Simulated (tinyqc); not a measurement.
Leakage currents through a thin dielectric: one step, computed by the program tinyqc.

Electrons leave an electrode with Fermi energy E_F above its band bottom; barriers are counted from the Fermi level, and both electrodes are alike.

Task: Thermal currents. Schottky emission J = A T^2 exp(-(phi_B - sqrt(e^3 F/(4 pi k_o eps_0)))/k_B T), A = 4 pi e m k_B^2/h^3 with the tunnelling mass; Poole-Frenkel J = sigma_0 F exp(-(phi_t - sqrt(e^3 F/(pi k_o eps_0)))/k_B T); both use the field F of the dielectric.

Inputs (values chosen for the exercise, modelled on HfO2):

| quantity | value | unit |
|---|---|---|
| barrier height phi_B | 1.61 | eV |
| tunnelling mass m | 0.2 | m_0 |
| static permittivity k | 21.3 | - |
| optical permittivity k_o | 3.91 | - |
| trap depth phi_t | 1.1 | eV |
| Poole-Frenkel prefactor sigma_0 | 2.9e-08 | S/cm |
| temperature T | 300 | K |

Stack: single layer.

field F = 7.692308 MV/cm

Constants: e = 1.602176634e-19 C; eps_0 = 8.8541878128e-12 F/m; k_B = 8.617333262e-05 eV/K; m_0 = 9.1093837015e-31 kg; k_B = 1.380649e-23 J/K; h = 6.62607015e-34 J s.

Give: Schottky lowering; Poole-Frenkel lowering; Schottky current density; Poole-Frenkel current density.

Result:

Schottky lowering = 0.53225 eV

Poole-Frenkel lowering = 1.0645 eV

Schottky current density = 1.6970e-12 A/cm^2

Poole-Frenkel current density = 0.056505 A/cm^2

The Poole-Frenkel lowering is twice the Schottky one, because the charge of a trap is fixed while an image charge moves with the electron. Caution: the field is near or above what such a dielectric withstands; the numbers only show the formulas.
